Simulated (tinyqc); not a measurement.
Precursor delivery by bubblers, mass-transport growth and the solid composition of a III-V alloy: one step, computed by the program tinyqc.

1 sccm = 44.615 micromol/min; 1 torr = 133.322 Pa. The sources decompose fully at the surface.

Problem. Mass transport. Mean velocity u = (F_t/A)(760/p)(T/273); D = D0 (T/273)^1.75 (760/p); boundary layer delta = sqrt(pi D z/u); flux = D dp/(delta k_B T); growth rate = flux x a^3/4.

Inputs (values chosen for the exercise, modelled on triethylgallium (source 1) and trimethylindium (source 2) for the vapour pressures):
```
quantity                           value      unit
total flow F_t                        26       slm
reactor pressure p                   200      torr
growth temperature T                 910         K
diffusivity at 273 K and 760 torr    0.3    cm^2/s
flow cross-section A                  18      cm^2
distance from the leading edge z     9.7        cm
lattice constant a                  5.64  angstrom
```

Constants: k_B = 1.380649e-23 J/K.

Give: velocity u; D; boundary layer delta; growth rate per torr of group III.

Solution.

velocity u = 304.94 cm/s

D = 9.3744 cm^2/s

boundary layer delta = 0.96789 cm

growth rate per torr of group III = 165.95 micrometre/(h torr)
